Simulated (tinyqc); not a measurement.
# From one set of inputs to another, one input at a time

Model: hydrogenic impurity: series, fields, screening, photoionisation and donor-acceptor pairs. Computed by tinyqc, a small Python program. Command: `OMP_NUM_THREADS=1 python tinyqc.py 3021592 3021593 out.jsonl hydrogenic ladder`. One thread of a shared host (Intel(R) Xeon(R) Processor @ 2.30GHz), about 0.03 s of CPU time with the checks.

One isotropic, parabolic band. Effective units: Ry* and a*, in which H = -nabla^2 - 2/r.

The inputs printed are set A. Inputs not listed in the table keep their values of set A, so the rows need not describe a real material.

Inputs (values chosen for the exercise, modelled on CdTe): electron mass m = 0.0981 m_0; dielectric constant eps = 10.2; donor density N = 3.1e+14 cm^-3.

Parts treated: magnetic field and screening.

Constants: Ry = 13.605693123 eV; a_0 = 0.529177210903 angstrom; h x 1 THz = 4.135667696 meV.

Method:
- Ry* = Ry m/eps^2, a* = a_0 eps/m; level n is bound by Ry*/n^2; <r> = (3/2) a* in 1s; lines 1s -> np at Ry* (1 - 1/n^2); 1 THz = 4.135667696 meV.
- Wigner-Seitz radius r_s = (3/(4 pi N))^(1/3); Mott criterion N_c^(1/3) a* = 0.26; overlap of two 1s orbitals at distance d: S = exp(-x)(1 + x + x^2/3), x = d/a*, with d = N^(-1/3).
- Thomas-Fermi screening by N free electrons of one valley, taken as a degenerate gas (the hypothesis that all donors are ionised): q a* = sqrt(4 k_F a*/pi), k_F = (3 pi^2 N)^(1/3).
- Screened potential -(2/r) exp(-q r). Basis exp(-zeta r), zeta_k = 0.02 x 1.6^k, k = 0..23: S = 2/s^3, T = zeta_i zeta_j S, V = -2/(s + q)^2 with s = zeta_i + zeta_j; overlap eigenvalues below 1e-11 are dropped.

Each row keeps all changes above it:
```
input moved                 from       to  Mott density (cm^-3)  screened binding energy (meV)   overlap S
set A                          -        -            1.0552e+17                         5.3317  5.8324e-10
donor density N (cm^-3)  3.1e+14  1.4e+17            1.0552e+17                         0.1211  2.5916e-01
electron mass m (m_0)     0.0981    0.149            3.6972e+17                         1.2289  7.7285e-02
dielectric constant eps     10.2     9.78            4.1943e+17                         1.4905  6.5632e-02
```

Mott density goes from 1.06e17 to 4.19e17, a factor 3.97 in all. The largest single move comes from electron mass m (a factor 3.50). Screened binding energy goes from 5.33 to 1.49, a factor 0.280 in all. The largest single move comes from donor density N (a factor 0.0227), and electron mass m works against it (a factor 10.1). Overlap S goes from 5.83e-10 to 0.0656, a factor 1.13e8 in all. The largest single move comes from donor density N (a factor 4.44e8). The single moves hold for this order of the switches; the total does not depend on the order.

Caution (rows set A): well below the Mott density the electrons are bound or non-degenerate, so this screening is formal: it serves to locate the transition, not to give the level. Caution (rows donor density N): N lies above the Mott density, where the levels of isolated donors have no meaning.

Extremes, crossings and ranges named in words are read from the listed rows.
